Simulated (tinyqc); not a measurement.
# Worked calculation: MOS inversion layer, Poisson-Schroedinger loop

tinyqc, about 1 s, one thread, Intel Xeon 2.30GHz (shared host): `OMP_NUM_THREADS=1 python tinyqc.py 2160075 2160076 out.jsonl` Printed values are rounded.

Electrons confined at an insulator interface at z = 0, treated as a hard wall; parabolic valleys, Hartree approximation, no image or exchange terms. The depletion charge lies far deeper than the electrons and gives a uniform field q Nd/(eps0 eps_r); the gate balances all charge. Energies are counted from the band edge at the interface.

Inputs (values chosen for the exercise); masses and permittivity close to those of silicon (100):
```
symbol,value,unit,meaning
T,200,K,temperature
eps_r,11.7,,relative permittivity
mz1,0.933,m0,mass along z of valley set A (2 valley(s))
md1,0.187,m0,in-plane density-of-states mass of set A
mz2,0.187,m0,mass along z of valley set B (4 valley(s))
md2,0.423,m0,in-plane density-of-states mass of set B
Ns,8.3e12,cm^-2,sheet density of electrons
Nd,5.7e11,cm^-2,sheet density of depletion charge
dE,0,eV,extra shift of set B (strain)
hz,0.85,nm,mesh step
a,0.3,,mixing factor
```

Constants: q = 1.602176634e-19 C, kB = 1.380649e-23 J/K, hbar = 1.054571817e-34 J s, m0 = 9.1093837015e-31 kg, Vt = kB T/q, eps0 = 8.8541878128e-14 F/cm where lengths are in cm, hbar^2/(2 m0) = 0.0380998212 eV nm^2. Results are converted to the units shown.

## Fixed part of the potential

```
node,z (nm)
1,0.85
2,1.7
3,2.55
4,3.4
5,4.25
6,5.1
7,5.95
8,6.8
9,7.65
10,8.5
11,9.35
12,10.2
13,11.05
14,11.9
15,12.75
16,13.6
```

V0 = q Nd z/(eps0 eps_r) in eV.

```
node,fixed potential V0 (eV)
1,0.007493
2,0.014986
3,0.022480
4,0.029973
5,0.037466
6,0.044959
7,0.052453
8,0.059946
9,0.067439
10,0.074932
11,0.082426
12,0.089919
13,0.097412
14,0.104905
15,0.112399
16,0.119892
```

## Round 1: levels and probability densities

```
node,self-consistent potential U at the start (eV)
1,0
2,0
3,0
4,0
5,0
6,0
7,0
8,0
9,0
10,0
11,0
12,0
13,0
14,0
15,0
16,0
```

Tridiagonal Hamiltonian with psi = 0 one step beyond both ends: H_ii = C (1/m_(i-1/2) + 1/m_(i+1/2))/hz^2 + V0_i + U_i (+ dE for the set B), H_(i,i+1) = -C/(m_(i+1/2) hz^2), C = hbar^2/(2 m0). The lowest 2 level(s) of each valley set are kept, normalised to hz sum |psi|^2 = 1. The mass is the same on all intervals.

levels (eV): A1 0.034010, A2 0.058967, B1 0.058526, B2 0.103520

```
node,|psi|^2 of A1 (1/nm),|psi|^2 of A2 (1/nm),|psi|^2 of B1 (1/nm),|psi|^2 of B2 (1/nm)
1,0.140009,0.127793,0.030246,0.033027
2,0.328106,0.151633,0.100078,0.090952
3,0.334818,0.013998,0.168056,0.106764
4,0.217543,0.052510,0.203527,0.066571
5,0.102963,0.210741,0.199498,0.014881
6,0.038010,0.264556,0.167124,0.001816
7,0.011409,0.195509,0.123408,0.039349
8,0.002864,0.101773,0.081920,0.101248
9,0.000614,0.040562,0.049541,0.151209
10,0.000114,0.012989,0.027548,0.167906
11,0.000019,0.003450,0.014168,0.151423
12,0.000003,0.000777,0.006752,0.115186
13,0.000000,0.000151,0.002966,0.074682
14,0.000000,0.000026,0.001173,0.040502
15,0.000000,0.000004,0.000388,0.016954
16,0.000000,0.000000,0.000079,0.004003
```

## Round 1: Fermi level and occupations

Level k holds N_k = D_k Vt ln(1 + exp((EF - E_k)/Vt)) with D = 2 md1 m0 q/(pi hbar^2) for the set A, D = 4 md2 m0 q/(pi hbar^2) for the set B per eV (spin included); EF is fixed by sum N_k = Ns.

EF = 0.0436240 eV
N_k (cm^-2): A1 2.72074e12, A2 9.26227e11, B1 4.28171e12, B2 3.71322e11

## Round 1: density, output potential and mixing

n_i = sum_k N_k |psi_k|^2 (converted to cm^-3). Hartree part by Gauss: on the interval before node i the electrons still beyond are S_i = Ns - hz sum_(j<i) n_j, and U_i = U_(i-1) + q S_i hz/(eps0 eps_r) in eV, U_0 = 0 at the interface. Mixing: U(new) = U + a (U(out) - U).

```
node,n (1e19 cm^-3),U(out) (eV),U after round 1 (eV)
1,0.64106,0.109112,0.032734
2,1.49542,0.211061,0.063318
3,1.68313,0.296300,0.088890
4,1.53668,0.362731,0.108819
5,1.33505,0.411991,0.123597
6,1.06470,0.446334,0.133900
7,0.75514,0.468779,0.140634
8,0.49041,0.482786,0.144836
9,0.30751,0.491313,0.147394
10,0.19264,0.496404,0.148921
11,0.12013,0.499343,0.149803
12,0.07241,0.500939,0.150282
13,0.04057,0.501726,0.150518
14,0.02009,0.502060,0.150618
15,0.00796,0.502169,0.150651
16,0.00182,0.502190,0.150657
```

## Round 2: levels and probability densities

As before.

levels (eV): A1 0.099783, A2 0.159640, B1 0.161693, B2 0.234647

```
node,|psi|^2 of A1 (1/nm),|psi|^2 of A2 (1/nm),|psi|^2 of B1 (1/nm),|psi|^2 of B2 (1/nm)
1,0.525307,0.286388,0.105672,0.054184
2,0.470391,0.003640,0.260225,0.093065
3,0.149222,0.323760,0.296291,0.043357
4,0.027531,0.350132,0.231738,0.000414
5,0.003609,0.156963,0.143916,0.030427
6,0.000375,0.044367,0.076445,0.104784
7,0.000033,0.009353,0.036268,0.167229
8,0.000003,0.001601,0.015775,0.188269
9,0.000000,0.000233,0.006391,0.170494
10,0.000000,0.000030,0.002436,0.131702
11,0.000000,0.000003,0.000879,0.089410
12,0.000000,0.000000,0.000301,0.054083
13,0.000000,0.000000,0.000098,0.029132
14,0.000000,0.000000,0.000030,0.013652
15,0.000000,0.000000,0.000008,0.005134
16,0.000000,0.000000,0.000001,0.001135
```

## Round 2: Fermi level and occupations

As before.

EF = 0.133286 eV
N_k (cm^-2): A1 5.59447e12, A2 5.28201e11, B1 2.14338e12, B2 3.39554e10

## Round 2: density, output potential and mixing

As before.

```
node,n (1e19 cm^-3),U(out) (eV),U after round 2 (eV)
1,3.31842,0.109112,0.055647
2,3.19443,0.181144,0.098666
3,1.64236,0.217480,0.127467
4,0.83568,0.235465,0.146813
5,0.41260,0.244112,0.159752
6,0.19294,0.248148,0.168175
7,0.08854,0.250029,0.173452
8,0.04106,0.250920,0.176661
9,0.01961,0.251352,0.178581
10,0.00971,0.251565,0.179714
11,0.00492,0.251670,0.180363
12,0.00248,0.251719,0.180713
13,0.00120,0.251741,0.180885
14,0.00053,0.251750,0.180958
15,0.00019,0.251752,0.180981
16,0.00004,0.251753,0.180986
```

## Course of the self-consistent loop

Start from U = 0. Stop when the largest |U(out) - U| is below 1e-7 eV, or after 120 rounds.

Course of the iteration:
```
round,level A1 (eV),EF (eV),largest |U(out) - U| (eV)
1,0.0340104,0.0436240,0.502
2,0.0997829,0.133286,0.129
3,0.129473,0.165643,0.0758
4,0.148381,0.185334,0.0487
5,0.161015,0.198154,0.0327
6,0.169635,0.206794,0.0222
7,0.175572,0.212718,0.0151
8,0.179679,0.216813,0.0104
9,0.182529,0.219653,7.14e-3
...,...,...,...
33,0.189053,0.226161,1.22e-6
34,0.189053,0.226161,8.54e-7
35,0.189053,0.226161,5.97e-7
36,0.189053,0.226161,4.18e-7
37,0.189054,0.226162,2.92e-7
38,0.189054,0.226162,2.05e-7
39,0.189054,0.226162,1.43e-7
40,0.189054,0.226162,1.00e-7
41,0.189054,0.226162,7.01e-8
```

Converged in 41 rounds. Towards the end the residual shrinks by a factor of about 0.70 a round.

## Converged levels, occupations and centroid

```
node,converged U (eV)
1,0.109112
2,0.166660
3,0.194384
4,0.209499
5,0.217824
6,0.222327
7,0.224772
8,0.226124
9,0.226880
10,0.227301
11,0.227528
12,0.227644
13,0.227698
14,0.227720
15,0.227727
16,0.227728
```

Solve for the levels with V0 + U, find EF, n_i = sum_k N_k |psi_k|^2 (in cm^-3); share of each level N_k/Ns; centroid sum n z/sum n.

levels (eV): A1 0.189054, A2 0.255045, B1 0.259032, B2 0.318196
EF = 0.226162 eV
shares (%): A1 73.4128, A2 5.5653, B1 20.3198, B2 0.7021

```
node,n (1e19 cm^-3)
1,4.61460
2,2.66900
3,1.12840
4,0.60774
5,0.34195
6,0.18413
7,0.09794
8,0.05327
9,0.03000
10,0.01730
11,0.00996
12,0.00555
13,0.00289
14,0.00134
15,0.00051
16,0.00011
```

centroid = 1.77404 nm

An 800-node mesh to 23 nm with 8 levels a set gives A1 = 0.1890 eV, EF = 0.2270 eV and a centroid of 1.813 nm; the levels kept above hold 99.0 % of the electrons there. The coarse centroid is 2.1 % below the fine one.

## Closed-form estimates

Triangular well: E_k = a_k (C F^2/mz)^(1/3), a_1 = 2.338107, a_2 = 4.087949, C = hbar^2/(2 m0), F in eV/nm. Fang-Howard (all electrons in the lowest level of set A): b^3 = 6 (mz1/C) q (Nd + 11 Ns/32)/(eps0 eps_r), centroid 3/b, level C b^2/(4 mz1) + (3/b) q (Nd + 11 Ns/16)/(eps0 eps_r). Use F = q (Nd + Ns)/(eps0 eps_r), the surface field, and F = q (Nd + Ns/2)/(eps0 eps_r).

A1 with the surface field = 0.214163 eV
A1 with Nd + Ns/2 = 0.140634 eV
A2 with Nd + Ns/2 = 0.245884 eV
b = 1.98139 1/nm
Fang-Howard centroid = 1.51409 nm
Fang-Howard level = 0.187049 eV

Against the self-consistent A1 = 0.1890 eV on a fine mesh, the surface-field estimate is 13 % above it, the half-charge one 26 % below it and Fang-Howard 1.0 % below it. A1 holds 75.0 % of the electrons, and the Fang-Howard centroid is 16 % below the full one.
